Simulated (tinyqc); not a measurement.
# From one set of inputs to another, one input at a time

Model: two-step dopant diffusion (predeposition and drive-in) with a constant diffusivity. Computed by tinyqc, a small Python program. Command: `OMP_NUM_THREADS=1 python tinyqc.py 3025727 3025728 out.jsonl dopdiff ladder`. One thread of a shared host (Intel(R) Xeon(R) Processor @ 2.30GHz), about 0.1 s of CPU time with the checks.

Fick diffusion into a half space x > 0 whose background doping C_B is of the opposite type, so that a junction lies where C = C_B.

The inputs printed are set A. Set A is modelled on boron in silicon; the values taken over come from a set modelled on phosphorus in silicon. Inputs not listed in the table keep their values of set A, so the rows need not describe a real material.

Inputs (values chosen for the exercise, modelled on boron in silicon):

| quantity | value | unit |
|---|---|---|
| prefactor D0 | 1.11 | cm^2/s |
| activation energy E | 3.47 | eV |
| surface concentration C_s | 9.6e+19 | 1/cm^3 |
| background doping C_B | 2e+16 | 1/cm^3 |
| predeposition temperature T1 | 950 | C |
| predeposition time t1 | 10 | min |
| drive-in temperature T2 | 1075 | C |
| drive-in time t2 | 20 | min |

Furnace ramps of the drive-in: none.

Constants: k_B = 8.617333262e-05 eV/K.

Method:
- D = D0 exp(-E/(k_B T)).
- Temperatures in kelvin are T(C) + 273.15.
- Times in seconds are 60 times the minutes.
- (Dt)2 = D2 t2, t2 in seconds.
- C = C_s erfc(x/(2 sqrt(D1 t1))); dose Q = 2 C_s sqrt(D1 t1/pi); the junction solves erfc(z) = C_B/C_s with x_j = 2 z sqrt(D1 t1).
- With a sealed surface and a thin source, C = Q/sqrt(pi (Dt)2) exp(-x^2/(4 (Dt)2)); x_j = 2 sqrt((Dt)2 ln(C(0)/C_B)); gradient at the junction |dC/dx| = C_B x_j/(2 (Dt)2).
- Exact two-step profile: C = (2 C_s/pi) int_0^alpha exp(-beta (1 + u^2))/(1 + u^2) du with alpha = sqrt(D1 t1/(Dt)2), beta = x^2/(4 (D1 t1 + (Dt)2)).
- The integral takes 48 Gauss-Legendre points; solve C(x) = C_B.

Each row keeps all changes above it:

| input moved | from | to | junction depth x_j (um) | surface concentration C(0) (Gaussian) (1/cm^3) | exact junction depth (um) |
|---|---|---|---|---|---|
| set A | - | - | 0.5914 | 9.393e+18 | 0.5956 |
| prefactor D0 (cm^2/s) and activation energy E (eV) | 1.11, 3.47 | 3.8, 3.69 | 0.4211 | 8.527e+18 | 0.4237 |
| background doping C_B (1/cm^3) | 2e+16 | 9.9e+15 | 0.4449 | 8.527e+18 | 0.4476 |
| predeposition temperature T1 (C) | 950 | 850 | 0.3903 | 1.794e+18 | 0.3904 |
| drive-in temperature T2 (C) | 1075 | 1000 | 0.1663 | 4.573e+18 | 0.1666 |
| surface concentration C_s (1/cm^3) | 9.6e+19 | 1.9e+19 | 0.1427 | 9.052e+17 | 0.1429 |
| predeposition time t1 (min) | 10 | 20 | 0.1481 | 1.280e+18 | 0.1486 |

Where does the difference come from?

Junction depth x_j goes from 0.591 to 0.148, a factor 0.250 in all. The largest single move comes from drive-in temperature T2 (a factor 0.426). Surface concentration C(0) (Gaussian) goes from 9.39e18 to 1.28e18, a factor 0.136 in all. The largest single move comes from surface concentration C_s (a factor 0.198), and drive-in temperature T2 works against it (a factor 2.55). Exact junction depth goes from 0.596 to 0.149, a factor 0.249 in all. The largest single move comes from drive-in temperature T2 (a factor 0.427). The single moves hold for this order of the switches; the total does not depend on the order.

Caution (all rows): C_s exceeds the intrinsic carrier density of silicon at the predeposition temperature (2e18 to 1e19 per cm^3), where real diffusivities rise with concentration and profiles turn box-like.

Extremes, crossings and ranges named in words are read from the listed rows.
